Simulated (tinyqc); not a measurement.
# Graded p-n junction, non-linear Poisson equation by Newton steps: two studies

One dimension, p side on the left, n side on the right; net doping C = (Nd - Na)/2 + ((Nd + Na)/2) tanh(x/Lg). The potential psi is counted from the intrinsic level, and the quasi-Fermi potentials are flat: 0 for holes and -V for electrons, so n = ni exp((psi + V)/Vt) and p = ni exp(-psi/Vt) (Boltzmann statistics, full ionisation, no current). Under reverse bias this makes the minority densities vanishingly small everywhere; they play no part in the charge.

Parameters, values chosen for the exercise; band and dielectric values those of a made-up semiconductor:
- T = 300 K (temperature)
- Eg = 0.883 eV (band gap)
- eps_r = 13.9 (relative permittivity)
- Nc = 3.19e19 cm^-3 (conduction-band density of states at T)
- Nv = 2.75e19 cm^-3 (valence-band density of states at T)
- Na = 1e16 cm^-3 (acceptor density of the p side)
- Nd = 1.1e17 cm^-3 (donor density of the n side)
- V = -2.8 V (bias of the p side against the n side)
- Lg = 840 nm (grading length)

Constants: q = 1.602176634e-19 C, kB = 1.380649e-23 J/K, Vt = kB T/q, eps0 = 8.8541878128e-14 F/cm where lengths are in cm. Results are converted to the units shown.

Each table varies one quantity; the others keep the values above.

## Capacitance and field against bias

The Poisson equation d/dx(eps0 eps_r dpsi/dx) = -q (p - n + C) is solved on a mesh of more than 1000 nodes that ends in neutral material (psi_p = -Vt ln(Na/ni), psi_n = Vt ln(Nd/ni) - V). C_j = q d/dV of the integral of p over x, from the linearised equation. ni = sqrt(Nc Nv) exp(-Eg/(2 Vt)), Eg in volts. Depletion approximation: Vbi = Vt ln(Na Nd/ni^2), W = sqrt(2 eps0 eps_r (Vbi - V)(1/Na + 1/Nd)/q), xp = W Nd/(Na + Nd), xn = W Na/(Na + Nd), peak field 2 (Vbi - V)/W, capacitance eps0 eps_r/W. The last column applies it to an abrupt Na-Nd junction.

Result of one run:
```
V (V)  peak |E| (kV/cm)  C_j (nF/cm^2)  1/C_j^2 (cm^4/uF^2)  eps0 eps_r/C_j (nm)  abrupt depletion C (nF/cm^2)
-2                35.52          11.94                 7011                 1031                         18.89
```

What becomes of these results when the bias of the p side against the n side V is changed from -2 to -1.71 V, all else the same?

Result of the changed run:
```
V (V)  peak |E| (kV/cm)  C_j (nF/cm^2)  1/C_j^2 (cm^4/uF^2)  eps0 eps_r/C_j (nm)  abrupt depletion C (nF/cm^2)
-1.71             32.65          12.51                 6394                984.2                         20.08
```

The whole series:
```
V (V)  peak |E| (kV/cm)  C_j (nF/cm^2)  1/C_j^2 (cm^4/uF^2)  eps0 eps_r/C_j (nm)  abrupt depletion C (nF/cm^2)
0                 10.66          23.21                 1857                530.4                         41.23
-0.29             15.53          18.75                 2844                656.4                         33.16
-0.57             19.53          16.54                 3657                744.3                         28.64
-0.86             23.23          15.04                 4420                818.2                         25.48
-1.14             26.54          14.00                 5105                879.3                         23.25
-1.43             29.73          13.16                 5776                935.3                         21.46
-1.71             32.65          12.51                 6394                984.2                         20.08
-2                35.52          11.94                 7011                 1031                         18.89
```

With V going from 0 to -2 V, C_j falls from 23.2 to 11.9 nF/cm^2 and the peak field rises from 10.7 to 35.5 kV/cm. The slope of 1/C_j^2, read as N = 2/(q eps0 eps_r |slope|), gives 2.98e15 cm^-3 between the first two rows and 4.77e15 cm^-3 between the last two, against Na Nd/(Na + Nd) = 9.17e15 cm^-3; it is not a straight line, so no single doping describes it. At the end C_j goes as (Vbi - V)^(-0.38) with Vbi = 0.532 V, and it is 37 % below the abrupt depletion formula (at the first row 44 % below it).

## Effect of the grading length

Same model as above.

The abrupt values quoted are those of these depletion formulas.

Effect of the grading length:
```
Lg (nm)  peak |E| (kV/cm)  C_j (nF/cm^2)  eps0 eps_r/C_j (nm)
100                  72.8           15.8                  779
150                  67.9           15.3                  806
210                  63.3           14.7                  839
300                  58.0           13.8                  890
420                  52.9           12.9                  955
590                  47.9           11.9               1.04e3
840                  42.9           10.8               1.14e3
```

What does the table show?

As Lg grows from 100 to 840 nm, the peak field falls from 72.8 to 42.9 kV/cm and C_j falls from 15.8 to 10.8 nF/cm^2. The abrupt depletion formulas give 89.2 kV/cm and W = 747 nm; the first row's field is 18 % below that and the last row's 52 % below it. The same voltage drops over a longer distance, so the field falls.

Computed by the program tinyqc: `OMP_NUM_THREADS=1 python tinyqc.py 2000022 2000023 out.jsonl`, one thread of a shared Intel Xeon 2.30GHz, about 0.05 s for the whole run.
